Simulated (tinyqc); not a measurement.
Comparisons within one model: Franz-Keldysh effect at a direct gap. A value that a table varies takes the place of the one given here.

Parabolic bands, vertical transitions, no excitons. For each hole band j: mr = me mj/(me + mj); joint density of states J_j(E) = (mr/c)^(3/2) sqrt(E - Eg)/(2 pi^2), both spins, c = hbar^2/2m0; averaged matrix element |e.p|^2 = m0 Ep/6; alpha_j(E) = 4 pi^2 alpha_f c Ep J_j/(3 nr E) in 1/angstrom (alpha_f the fine-structure constant, listed as alpha among the constants), times 1e8 for 1/cm.

In a field Fd (1 kV/cm = 1e-5 V/angstrom) the electro-optic energy of band j is th = (c (e Fd)^2/mr)^(1/3), and sqrt(E - Eg) in J_j is replaced by pi sqrt(th) [Ai'(b)^2 - b Ai(b)^2] with b = (Eg - E)/th; Ai is the Airy function.

Constants: hbar^2/2m0 = 3.80998211 eV angstrom^2; fine-structure constant alpha = 0.007297352564.

Inputs chosen for the exercise (near those of InP; shifted at random, so the results belong to these values and not to a real crystal):

| symbol | value | unit | meaning |
|---|---|---|---|
| Eg | 1.335 | eV | direct gap |
| me | 0.0803 | m0 | electron mass |
| mhh | 0.572 | m0 | heavy-hole mass |
| mlh | 0.0914 | m0 | light-hole mass |
| Ep | 21.4 | eV | Kane energy |
| nr | 3.34 |  | refractive index |
| Fd | 62 | kV/cm | uniform field |
| det | 15 | meV | detuning below the gap |

## Spectrum around the gap

Absorption (1/cm):

| E - Eg (eV) | alpha(0) | alpha(F) | change |
|---|---|---|---|
| -0.0688 | 0 | 2.494 | 2 |
| -0.0550 | 0 | 10.78 | 11 |
| -0.0413 | 0 | 41.92 | 42 |
| -0.0275 | 0 | 147.0 | 147 |
| -0.0138 | 0 | 448.1 | 448 |
| 0.0000 | 0 | 1181 | 1181 |
| 0.0138 | 3828 | 2609 | -1219 |
| 0.0275 | 5349 | 4701 | -648 |
| 0.0413 | 6490 | 6844 | 355 |
| 0.0550 | 7415 | 8046 | 630 |
| 0.0688 | 8212 | 8242 | 30 |
| 0.0825 | 8906 | 8585 | -320 |
| 0.1100 | 10088 | 1.022e+04 | 135 |
| 0.1375 | 11068 | 1.113e+04 | 60 |

At the gap alpha(F) = 1181 1/cm; 55.0 meV below it 10.8 1/cm remain, the tail falling as exp(-(4/3) b^(3/2)). Among the energies listed the largest rise is 1181 1/cm at E - Eg = 0.0 meV and the largest fall -1219 1/cm at 13.8 meV. It changes sign between 0.0 and 13.8 meV, between 27.5 and 41.3 meV, between 68.8 and 82.5 meV and between 82.5 and 110.0 meV; th is 27.5 meV for heavy holes and 32.5 meV for light holes.

## Tail absorption against field

At E = Eg - det; the field takes the values listed. The last column is the length for 10 dB of loss.

Results:

| Fd (kV/cm) | th heavy (meV) | b heavy | alpha (1/cm) | length (micrometre) |
|---|---|---|---|---|
| 10 | 8.15 | 1.841 | 8.91 | 2.58e+03 |
| 20 | 12.94 | 1.160 | 67.7 | 340 |
| 40 | 20.53 | 0.731 | 235 | 97.9 |
| 60 | 26.91 | 0.557 | 394 | 58.4 |
| 100 | 37.82 | 0.397 | 655 | 35.2 |
| 150 | 49.56 | 0.303 | 906 | 25.4 |
| 250 | 69.67 | 0.215 | 1.27e+03 | 18.1 |
| 400 | 95.31 | 0.157 | 1.66e+03 | 13.8 |

alpha grows by 1.6 decades from 10 to 60 kV/cm and by a factor 1.31 over the last step, where the field grows by 1.6: the exponent (4/3) b^(3/2) goes as 1/Fd, so the gain is steep only while b > 1 (deep in the tail the light-hole pair, with its smaller b, carries most of it), that is up to 20 kV/cm of those listed. Values below about 10 1/cm lie under the Urbach and exciton tails of a real crystal, left out here.

## What moves the tail

At E = Eg - det. Each row changes one parameter from the base and keeps the others.

Results:

| case | th heavy (meV) | alpha (1/cm) |
|---|---|---|
| base | 27.501 | 408.7 |
| Fd = 80.6 kV/cm | 32.757 | 536.7 |
| det = 25 meV | 27.501 | 182.0 |
| me = 0.0923 m0 | 26.413 | 449.4 |
| mlh = 0.1188 m0 | 27.501 | 427.3 |
| Ep = 23.5 eV | 27.501 | 448.8 |
| nr = 3.51 | 27.501 | 388.9 |

The largest shifts from the base row, up to three for each result and ties (the steps differ in size, so this ranks the rows, not the parameters). th heavy (meV): Fd +5.256, me -1.088; unchanged at the printed digits by det, mlh, Ep and nr. alpha (1/cm): det -227, Fd +128, me +40.7.

tinyqc: `OMP_NUM_THREADS=1 python tinyqc.py 1652115 1652116 out.jsonl`; about 0.01 s, one thread, shared Intel(R) Xeon(R) Processor @ 2.30GHz.
